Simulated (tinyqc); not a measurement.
Worked calculation: carrier statistics of a doped semiconductor with parabolic bands. Values are carried at full precision from step to step, so a last printed digit may differ when a step is redone from the rounded ones.

Constants: kB = 8.617333262e-05 eV/K; hbar^2/2m0 = 3.80998211 eV angstrom^2.

Inputs chosen for the exercise (near those of Si; not measured data):
- Eg0 = 1.16 eV (gap at 0 K)
- al = 0.00047 eV/K (Varshni alpha)
- be = 630 K (Varshni beta)
- T = 200 K
- ml = 0.906 m0 (longitudinal electron mass)
- mt = 0.186 m0 (transverse electron mass)
- Mv = 6 (equivalent valleys)
- mhh = 0.535 m0 (heavy-hole mass)
- mlh = 0.15 m0 (light-hole mass)
- ND = 4.1e+14 1/cm^3 (donors)
- NA = 1.7e+12 1/cm^3 (acceptors)
- ED = 0.0463 eV (donor level below Ec)
- EA = 0.046 eV (acceptor level above Ev)

## Gap and thermal energy

Eg(T) = Eg0 - al T^2/(T + be) (Varshni).

Eg = 1.13735 eV
kT = 0.017235 eV

The gap has shrunk by 22.7 meV from 0 K and is 66.0 kT wide.

## Effective densities of states

m_de = Mv^(2/3) (ml mt^2)^(1/3); m_dh = (mhh^(3/2) + mlh^(3/2))^(2/3); N = 2 (m kB T/(4 pi c))^(3/2) with c = hbar^2/2m0, in 1/angstrom^3; times 1e24 for 1/cm^3.

m_de = 1.0411 m0
m_dh = 0.5867 m0
Nc = 1.4510e+19 1/cm^3
Nv = 6.1388e+18 1/cm^3

The light holes supply 12.9 % of Nv, and Nc/Nv = 2.36.

## Intrinsic density and level

With Boltzmann statistics ni = sqrt(Nc Nv) exp(-Eg/2kT) and Ei = Eg/2 + (kT/2) ln(Nv/Nc), counted from Ev.

ni = 4.41e+04 1/cm^3
Ei = 0.5613 eV

Ei lies 7.4 meV below midgap, towards the band with the smaller density of states.

## Neutrality by bisection

Energies are counted from Ev, so Ec = Eg. n = Nc F_1/2((EF - Eg)/kT), p = Nv F_1/2(-EF/kT), ND+ = ND/(1 + 2 exp((EF - Eg + ED)/kT)), NA- = NA/(1 + 4 exp((EA - EF)/kT)); neutrality asks p + ND+ = n + NA-. F_j(eta) = (1/Gamma(j + 1)) integral_0^infinity x^j dx/(1 + exp(x - eta)), which tends to exp(eta) for eta << 0.

Start from the bracket [-0.2 eV, Eg + 0.2 eV]; at the midpoint EF take the sign of p + ND+ - n - NA-; where it is positive EF must rise. Fourteen steps are shown.

Bisection (eV, 1/cm^3):
```
step       low     high       EF         n         p       ND+       NA-  sign
1     -0.20000  1.33735  0.56867  6.79e+04  2.87e+04  4.10e+14  1.70e+12     +
2      0.56867  1.33735  0.95301  3.29e+14  5.93e-06  4.10e+14  1.70e+12     +
3      0.95301  1.33735  1.14518  1.57e+19  8.53e-11  8.68e+12  1.70e+12     -
4      0.95301  1.14518  1.04910  8.65e+16  2.25e-08  3.49e+14  1.70e+12     -
5      0.95301  1.04910  1.00105  5.33e+15  3.65e-07  4.06e+14  1.70e+12     -
6      0.95301  1.00105  0.97703  1.32e+15  1.47e-06  4.09e+14  1.70e+12     -
7      0.95301  0.97703  0.96502  6.59e+14  2.96e-06  4.09e+14  1.70e+12     -
8      0.95301  0.96502  0.95902  4.65e+14  4.19e-06  4.10e+14  1.70e+12     -
9      0.95301  0.95902  0.95601  3.91e+14  4.98e-06  4.10e+14  1.70e+12     +
10     0.95601  0.95902  0.95752  4.27e+14  4.57e-06  4.10e+14  1.70e+12     -
11     0.95601  0.95752  0.95677  4.08e+14  4.77e-06  4.10e+14  1.70e+12     -
12     0.95601  0.95677  0.95639  4.00e+14  4.88e-06  4.10e+14  1.70e+12     +
13     0.95639  0.95677  0.95658  4.04e+14  4.82e-06  4.10e+14  1.70e+12     +
14     0.95658  0.95677  0.95667  4.06e+14  4.80e-06  4.10e+14  1.70e+12     +
```

Each step halves the bracket, which is 0.188 meV wide at the last row.

## The neutral state

Solve the neutrality condition for EF to convergence.

EF = 0.9567 eV
n = 4.08e+14 1/cm^3
p = 4.78e-06 1/cm^3
ND+ = 4.10e+14 1/cm^3
NA- = 1.70e+12 1/cm^3

The material is n-type; 99.9 % of the donors are ionised. EF lies 10.48 kT inside the gap from the conduction edge, so Boltzmann statistics would serve; n p/(Nc Nv exp(-Eg/kT)) = 1.000.

## Checks

- F_1/2(1) by the trapezoid rule against adaptive quadrature: both 1.575641.
- Positive against negative charge at the solution (1/cm^3): both 4.09662e+14.

Computed by tinyqc, a small Python program: `OMP_NUM_THREADS=1 python tinyqc.py 1681321 1681322 out.jsonl` (the numbers bound the seed that draws the inputs); one thread of a shared host (Intel(R) Xeon(R) Processor @ 2.30GHz), about 0.01 s for the whole set of steps.
